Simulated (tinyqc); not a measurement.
Worked calculation: Landau levels of bilayer graphene. Values are carried at full precision from step to step, so a last printed digit may differ when a step is redone from the rounded ones.

In a field B along z: l = 1/sqrt((e/hbar) B) is the magnetic length, n_B = B/(h/e) the number of states per area in one level, hbar wc = 2 muB B/m for mass m in m0; 1/angstrom^2 = 1e16/cm^2.

Constants: e/hbar = 1.519267448e-05 1/(T angstrom^2); h/e = 413566.7697 T angstrom^2; muB = 5.788381798e-05 eV/T; e^2/h = 3.874045865e-05 S.

Parameters, chosen for this exercise (near those of bilayer graphene; not measured data):
```
symbol  value  unit         meaning
B       9.8    T            magnetic field
n       2.5    x 1e11/cm^2  electron sheet density
hv      6.48   eV angstrom  hbar v
g1      0.393  eV           interlayer hopping
```

## Scales set by the field

Give l, n_B and the filling factor nu = n/n_B.

l = 81.95 angstrom
n_B = 2.3696 x 1e11/cm^2
nu = 1.055

## The lowest levels

Four-band model without bias: with w = sqrt(2) hv/l, E_N^2 = [g1^2 + (2N - 1) w^2 - sqrt(g1^4 + 2 (2N - 1) g1^2 w^2 + w^4)]/2 for N >= 2, and E = 0 for N = 0, 1. The two-band limit is hbar wc sqrt(N (N - 1)) with hbar wc = w^2/g1. Each level is fourfold; of the eight zero-energy states half belong to the electrons.

List the eight lowest, in meV, with the gap to the next.

Levels:
```
label  E (meV)  gap above (meV)
0,1      0.000           40.534
2       40.534           25.899
3       66.433           23.117
4       89.550           21.249
5      110.799           19.815
6      130.614           18.652
7      149.266           17.680
8      166.946           16.848
```

The largest of these gaps, 40.53 meV, first occurs above level 0,1 and is kB T at 470 K.

## Where EF lies

The zero level takes 4 n_B electrons and each higher level 4 n_B. At zero temperature and without broadening EF sits in the partly filled level.

Fill the listed levels in order up to nu; give the partly filled level, its energy and its filled share.

level: 0,1

EF = 0.000 meV
filled share = 0.264

## Fields of the Hall plateaus

A plateau is centred where nu = n/n_B equals 4, 8, 12, 16, 20, 24; there rho_xy = h/(nu e^2).

Plateaus:
```
nu  B (T)  1/B (1/T)  rho_xy (kohm)
4   2.585     0.3869         6.4532
8   1.292     0.7738         3.2266
12  0.862     1.1606         2.1511
16  0.646     1.5475         1.6133
20  0.517     1.9344         1.2906
24  0.431     2.3213         1.0755
```

## Checks

- Level 2 from the four-band matrix in 40 oscillator states against the formula, meV: both 40.534.

Run: tinyqc, `OMP_NUM_THREADS=1 python tinyqc.py 1250413 1250414 out.jsonl`; Intel(R) Xeon(R) Processor @ 2.30GHz, one thread, shared host; about 0.03 s of CPU time with all checks.
